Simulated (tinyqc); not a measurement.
A double barrier with mass mismatch, transfer matrices: transmission against energy.

One electron of energy E comes from the left lead (band edge 0); no transverse momentum. Parabolic bands, masses in units of m0, C = hbar^2/(2 m0); psi and psi'/m are continuous at every interface. Barrier d1, well Lw, barrier d2; the right lead equals the left one.

For the pair (psi, psi'/m) a flat layer has M = [[cos kd, (m/k) sin kd], [-(k/m) sin kd, cos kd]] with k = sqrt(m (E - U)/C) above its edge U, and M = [[cosh Kd, (m/K) sinh Kd], [(K/m) sinh Kd, cosh Kd]] with K = sqrt(m (U - E)/C) below it. The matrices are multiplied with later layers to the left. With M acting on (psi, psi'/m) and v = k/m in each lead, T(E) = 4 vL vR/[(vL vR M12 - M21)^2 + (vR M11 + vL M22)^2]. The last column is exp(-2 sum K d) over the layers with U > E.

Inputs (values chosen for the exercise); masses and offsets close to those of silicon wells and oxide barriers:
- mL = 0.26 m0 (mass in the left lead)
- U1 = 3.1 eV (barrier height)
- m1 = 0.49 m0 (barrier mass)
- d1 = 0.3 nm (width of the first barrier)
- Lw = 1.2 nm (well width (edge 0, mass mL))
- d2 = 0.4 nm (width of the second barrier)

Constants: q = 1.602176634e-19 C, hbar = 1.054571817e-34 J s, m0 = 9.1093837015e-31 kg, hbar^2/(2 m0) = 0.0380998212 eV nm^2. Results are converted to the units shown.

Results:
```
E (eV),T(E),exp(-2 sum K d)
0.248,3.963e-4,2.078e-4
1.217,0.004735,0.001018
1.702,0.1056,0.002642
2.187,0.05159,0.008252
2.672,0.02467,0.03745
3.156,0.03725,1.000
3.641,0.1231,1.000
4.126,0.8641,1.000
4.611,0.4458,1.000
5.095,0.2489,1.000
5.58,0.2630,1.000
```

Estimate the missing row, E = 0.733 eV.

Computed row:
```
E (eV),T(E),exp(-2 sum K d)
0.733,0.002683,4.419e-4
```

With this row back in the table: T(E) runs from 3.96e-4 at 0.248 eV to 0.263 at 5.58 eV; among the rows its largest value is 0.864 at 4.126 eV. Below the barriers it exceeds exp(-2 sum K d) by up to a factor of 40.0 (at 1.702 eV), which marks a resonance or miniband close to that energy. In every row a layer is thinner than 0.8 nm, a few atomic planes, where an effective mass is a rough description.

Range of the model: Masses are held fixed, although real bands cease to be parabolic a few tenths of an eV from their edges (inside a barrier too).

Numbers from tinyqc (`OMP_NUM_THREADS=1 python tinyqc.py 2560030 2560031 out.jsonl`; about 0.04 s on one thread of a shared Intel Xeon 2.30GHz).
